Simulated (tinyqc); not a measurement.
Ballistic transport through the one-dimensional subbands of a rectangular nanowire or nanosheet channel. Changing the equivalent oxide thickness t. Computed by tinyqc, a small Python program. Command: `OMP_NUM_THREADS=1 python tinyqc.py 3000083 3000084 out.jsonl wire sweep`. One thread of a shared host (Intel(R) Xeon(R) Processor @ 2.30GHz), about 0.05 s of CPU time with the checks.

Hard walls, parabolic subbands, transport along x. Energies are counted from the bulk conduction band edge at the top of the barrier, which the gate pulls down by U; the source Fermi level lies at the bulk edge when U = 0.

Inputs (values chosen for the exercise, modelled on silicon): light mass m_t = 0.19 m_0; heavy mass m_l = 0.921 m_0; height a = 2.6 nm; width b = 4.1 nm; gate voltage above flat band V_G = 0.31 V; drain voltage V_D = 0.05 V; temperature T = 300 K.

Valleys: silicon [100] wire.

Constants: hbar^2/(2 m_0) = 3.80998212 eV angstrom^2; k_B = 8.617333262e-05 eV/K; m_0 = 9.1093837015e-31 kg; k_B = 1.380649e-23 J/K; hbar = 1.054571817e-34 J s; eps_0 = 8.8541878128e-12 F/m; e = 1.602176634e-19 C; h = 6.62607015e-34 J s.

Method:
- E_pq = (hbar^2 pi^2/2)(p^2/(m_y b^2) + q^2/(m_z a^2)); valley pairs: (m_x, m_y, m_z) = (m_t, m_t, m_l), (m_t, m_l, m_t), (m_l, m_t, m_t), each with degeneracy g = 2; the 10 lowest subbands are kept.
- F_j(eta) = (1/Gamma(j + 1)) int_0^infinity x^j/(1 + exp(x - eta)) dx, F_0 = ln(1 + exp(eta)). Integrals over x = E/(k_B T) use 160 Gauss-Legendre points in u = sqrt(x) from 0 to sqrt(max(eta, 0) + 32).
- With degeneracy g = 2, eta_i = (U - E_i)/(k_B T) and u = e V_D/(k_B T): line density n = sum_i g sqrt(2 m_x k_B T/pi)/(2 hbar) [F_-1/2(eta_i) + F_-1/2(eta_i - u)]; gate: e n = C_ox (V_G - U/e), C_ox = 3.9 eps_0 2 (a + b)/t (flat-plate estimate); I = (2 e k_B T/h) sum_i g [F_0(eta_i) - F_0(eta_i - u)].

One run for each value:
```
equivalent oxide thickness t (nm)  ballistic current I (microampere)  line density n (1/nm)  U (meV)
0.40                                                          6.3589                0.50483   240.08
0.57                                                          5.6057                0.41844   227.42
0.82                                                          4.7394                0.33627   214.52
1.20                                                          3.8118                0.26109   201.52
1.70                                                          3.0236                0.20347   190.23
2.40                                                          2.3486                0.15681   179.69
3.50                                                          1.7486                0.11651   168.81
5.00                                                          1.3072                0.08719   159.05
```

Over the rows, ballistic current I (microampere) falls from 6.36 to 1.31 (exponent d ln y / d ln x -0.36 between the first rows and -0.82 between the last); line density n (1/nm) falls from 0.505 to 0.0872 (exponent d ln y / d ln x -0.53 between the first rows and -0.81 between the last); U (meV) falls from 240 to 159 (exponent d ln y / d ln x -0.15 between the first rows and -0.17 between the last). Thinning the oxide by a factor 12.5 raises n by 5.79 and the current by 4.86. The charge lags because part of V_G goes into U (quantum capacitance and subband energy). The current lags the charge, since it counts the modes open within the bias window, not the carriers.
